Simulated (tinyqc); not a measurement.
Worked calculation: coherent transport through a tight-binding region between two chains. One step of it, computed by the program tinyqc.

Question. Transmission at E = 0.44 eV. Surface Green function g = (E - i sqrt(4 t^2 - E^2)) / (2 t^2); self-energy tc^2 g on each contact site; G = (E - H - Sigma)^(-1); Gamma = -2 Im Sigma; T = Gamma_L Gamma_R |G_LR|^2; local density of states -Im G_ii / pi.

H of the central region (eV):
```
[[0.000000, -1.160000, 0.000000],
 [-1.160000, 0.000000, -1.420000],
 [0.000000, -1.420000, 0.000000]]
```

Leads: semi-infinite chains with site energy 0:
```
parameter                           value
lead hopping t (eV)              1.480000
coupling to the left lead (eV)   0.250000
coupling to the right lead (eV)  1.090000
left contact site                       1
right contact site                      3
```

E = 0.440000 eV

Give: g; G; local density of states; transmission.

Answer.

g = 0.1004-0.6682i 1/eV

G (1/eV):
```
[[0.7819-0.8951i, 0.5375+0.3065i, -0.8053+0.6362i],
 [0.5375+0.3065i, -0.1899-0.1340i, 0.3240-0.2089i],
 [-0.8053+0.6362i, 0.3240-0.2089i, 0.5574-0.4550i]]
```

local density of states (1/eV): [0.2849, 0.0426, 0.1448]

transmission = 0.1397
